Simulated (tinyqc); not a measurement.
## Thickness from the transmission

Inverse problem. A dielectric of barrier phi1 and mass m1 carries the voltage V, so U = phi1 - V x/t1. At E = 0 the WKB exponent is S = (4 t1/(3 V)) sqrt(m1/C) [phi1^1.5 - max(phi1 - V, 0)^1.5], C = hbar^2/(2 m0), and T = exp(-S). Find S, t1 and the field.

Values chosen for this exercise:
- phi1 = 3.17 eV (barrier of layer 1 above the emitter Fermi level at zero bias)
- m1 = 0.52 m0 (tunnelling mass of layer 1)
- V = 0.6 V (voltage across the dielectric)

Constants: q = 1.602176634e-19 C, hbar = 1.054571817e-34 J s, m0 = 9.1093837015e-31 kg, hbar^2/(2 m0) = 0.0380998212 eV nm^2. Results are converted to the units shown.

T at E = 0 = 1.1714472e-18

Solution. At fixed V the exponent is proportional to t1.

S = 41.3
t1 = 3.30 nm
field = 1.82 MV/cm

Computed by the program tinyqc: `OMP_NUM_THREADS=1 python tinyqc.py 2540110 2540111 out.jsonl`, one thread of a shared Intel Xeon 2.30GHz, about 0.03 s for the whole run.
